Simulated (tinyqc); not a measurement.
Double-gate transistor, scale length and short-channel effects: one step of the calculation.

A body of thickness ts between two insulators of thickness ti and two tied gates. Below threshold the potential that source and drain add obeys Laplace's equation and vanishes on the gate. Its lowest mode decays along the channel as exp(-k y); k is the smallest positive root of the matching condition at the interface, and the scale length is Lambda = pi/k.

Question. Scan of the matching condition. f(k) = ei cos(k ti) cos(k ts/2) - eps_r sin(k ti) sin(k ts/2).

Values chosen for this exercise; permittivities: semiconductor close to that of germanium, insulator close to that of silicon dioxide:

| symbol | value | unit | meaning |
|---|---|---|---|
| eps_r | 15.9 |  | relative permittivity of the semiconductor |
| ei | 3.77 |  | relative permittivity of the insulator |
| ti | 0.72 | nm | insulator thickness |
| ts | 11.6 | nm | body thickness |

k, point 0 to 7 (1/nm): 0.03375  0.0675  0.10125  0.135  0.16875  0.2025  0.23625  0.27

Wanted: f(k).

Answer.

f(k), point 0 to 7: 3.622  3.186  2.488  1.571  0.489  -0.691  -1.897  -3.054

The first change of sign lies between k = 0.16875 and 0.2025 1/nm.

Numbers from tinyqc (`OMP_NUM_THREADS=1 python tinyqc.py 2420001 2420002 out.jsonl`; about 0.01 s on one thread of a shared Intel Xeon 2.30GHz).
